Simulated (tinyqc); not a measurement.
X-ray photoelectron analysis of a thin oxide on a semiconductor: attenuation lengths, thickness, angle series and band offsets: one step, computed by the program tinyqc.

The same element is seen in the oxide and in the substrate, at nearly the same kinetic energy; films are flat and uniform, and the work function is ignored.

Problem. Inelastic mean free paths. TPP-2M: lambda = E/(E_p^2 [b ln(c E) - C/E + D/E^2]) in angstrom, E_p = 28.8 sqrt(N_v rho/M), b = -0.10 + 0.944/sqrt(E_p^2 + E_g^2) + 0.069 rho^0.1, c = 0.191/sqrt(rho), U = N_v rho/M, C = 1.97 - 0.91 U, D = 53.4 - 20.8 U, with E = photon energy less binding energy in eV. Attenuation length L = factor x lambda.

Inputs (values chosen for the exercise, modelled on SiO2 on 4H-SiC):
```
quantity                                          value    unit
photon energy                                      2000      eV
binding energy of the core level                  100.5      eV
oxide density                                      2.13  g/cm^3
oxide formula mass                                60.08   g/mol
valence electrons per oxide formula                  16       -
oxide gap                                           8.9      eV
substrate density                                  3.21  g/cm^3
substrate formula mass                             40.1   g/mol
valence electrons per substrate formula               8       -
substrate gap                                      3.26      eV
attenuation length over inelastic mean free path   0.87       -
```

Give: kinetic energy E; the table «Terms» with the columns E_p (eV), b, c, lambda (nm), for layer = oxide, substrate; L in the oxide; L in the substrate.

Solution.

kinetic energy E = 1899.5 eV

Terms:
```
layer      E_p (eV)        b       c  lambda (nm)
oxide         21.69  0.01468  0.1309        5.032
substrate     23.05  0.01809  0.1066        3.750
```

L in the oxide = 4.378 nm

L in the substrate = 3.263 nm
